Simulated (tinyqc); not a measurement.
Germanium share from the critical thickness.

Question. Critical thickness (Matthews-Blakeslee, 60-degree dislocations): h = bv (1 - nu/4)[ln(h/bv) + 1]/(4 pi e_par (1 + nu)), nu = c12/(c11 + c12). e_par = b1 x. Find e_par and x.

Parameters, values chosen for the exercise:
```
symbol,value,unit,meaning
b1,0.0418,,lattice mismatch per unit x
c11,168,GPa,elastic constant
c12,65.6,GPa,elastic constant
bv,0.384,nm,Burgers vector
```

critical thickness = 7.1919389 nm

Solution. For given h the relation is explicit in the strain.

e_par = 1.21 %
x = 0.290

Numbers from tinyqc (`OMP_NUM_THREADS=1 python tinyqc.py 2530054 2530055 out.jsonl`; about 0.02 s on one thread of a shared Intel Xeon 2.30GHz).
